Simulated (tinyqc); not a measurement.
Worked calculation: k.p values derived from sp3s* tight binding at Gamma. Values are carried at full precision from step to step, so a last printed digit may differ when a step is redone from the rounded ones.

At Gamma the states are two-level mixtures: s-like S+ (upper) and S- (lower) from [[Esa, Vss], [Vss, Esc]], p-like P- (valence) and P+ from [[Epa, Vxx], [Vxx, Epc]], and the bare s* levels. With real k in 1/angstrom and kz = 0, the phase sums over the four bonds are g0 = 1 - (a k/4)^2/2, g1 = i a kx/4, g3 = -(a/4)^2 kx ky to second order. Each mixture is written (anion, cation) with the anion part positive. c = hbar^2/2m0. No spin-orbit coupling.

Constants: hbar^2/2m0 = 3.80998211 eV angstrom^2.

Parameters, chosen for this exercise (near a published set for GaSb, fitted to gaps, whose masses and valley positions are rough; the results hold for these values, not for the real material):
- Esa = -7.354 eV (s level of the anion)
- Esc = -3.908 eV (s level of the cation)
- Epa = 0.855 eV (p level of the anion)
- Epc = 2.922 eV (p level of the cation)
- Vss = -6.135 eV (s-s)
- Vxx = 1.574 eV (px-px)
- a = 6.095 angstrom (lattice constant)
- Vsapc = 4.944 eV (s anion, p cation)
- Vscpa = 4.652 eV (s cation, p anion)
- Vxapc = 5.011 eV (s* anion, p cation)
- Vpaxc = 4.235 eV (p anion, s* cation)
- Exa = 6.631 eV (s* level of the anion)
- Exc = 5.969 eV (s* level of the cation)
- Vxy = 4.14 eV (px-py)

## States at Gamma

Solve the two blocks.

States:
```
state     E (eV)  anion part  cation part
S-     -12.00336    0.796990     0.603992
P-       0.00552    0.880019    -0.474939
S+       0.74136    0.603992    -0.796990
P+       3.77148    0.474939     0.880019
```

## Linear terms and the Kane energy

<s state|dH/dkx|x state> = i P with P = (a/4)(sa pc Vsapc + sc pa Vscpa), sa, sc and pa, pc being the parts of the two states; for s* on the anion P = (a/4) pc Vxapc, on the cation (a/4) pa Vpaxc. Ep = P^2/c for S+ to P-.

Couplings:
```
pair       P (eV angstrom)  E(first) - E(second) (eV)
S+ to P-          -7.13266                    0.73583
S+ to P+           1.32105                   -3.03012
S- to P-           0.91614                  -12.00888
s*a to P-         -3.62640                    6.62548
s*c to P-          5.67883                    5.96348
```

Ep = 13.353 eV

The two terms of S+ to P- have the same sign and add: S+ and P- both change sign from anion to cation. An on-site momentum element between s and p, which real atoms have, is absent from this model.

## Electron mass

m0/m = [<S+|d2H/dkx^2|S+>/2 + sum P^2/(E(S+) - E(P))]/c over P- and P+, with the direct term -(a/4)^2 sa sc Vss.

parts of m0/m: direct -1.800, from P- 18.147, from P+ -0.151

mass = 0.0617 m0

The valence band supplies 112 % of m0/m; the direct term, which stands in for the free-electron 1, is -1.80. Sets of this kind were fitted to gaps and often give too heavy a mass, by up to a factor of two.

## Valence parameters L, M, N and the Luttinger values

Direct terms d0 = -(a/4)^2 pa pc Vxx, dN = -2 (a/4)^2 pa pc Vxy for P-. F = sum P^2/(E(P-) - E(s)) over S+, S-, s*a, s*c. The y state of P- couples to the z state of P+ through Q = (a/4) Vxy (pa p'c - pc p'a), primes for P+, and H1 = Q^2/(E(P-) - E(P+)). L = d0 + F, M = d0 + H1, N = dN + F + H1; g1 = -(L + 2M)/(3c), g2 = -(L - M)/(6c), g3 = -N/(6c).

d0, dN, F, Q, H1 (eV angstrom^2; Q in eV angstrom): [1.5274, 8.0350, -76.4617, 6.3083, -10.5670]

L, M, N (eV angstrom^2): [-74.934, -9.040, -78.994]

g1, g2, g3: [8.138, 2.883, 3.456]

Along [100] the masses without spin-orbit coupling are c/|L| = 0.051 (one band) and c/|M| = 0.421 (two bands).

## Checks

- Electron mass against a finite difference of the full bands: 0.06174 against 0.06175.
- L and M against finite differences along [100]: largest relative difference 8.7e-05.
- Lowest curvature along [111], (L + 2M + 2N)/3, against a finite difference: -83.667 against -83.660.

Computed by tinyqc, a small Python program: `OMP_NUM_THREADS=1 python tinyqc.py 1480459 1480460 out.jsonl` (the numbers bound the seed that draws the inputs); one thread of a shared host (Intel(R) Xeon(R) Processor @ 2.30GHz), about 0.01 s for the whole set of steps.
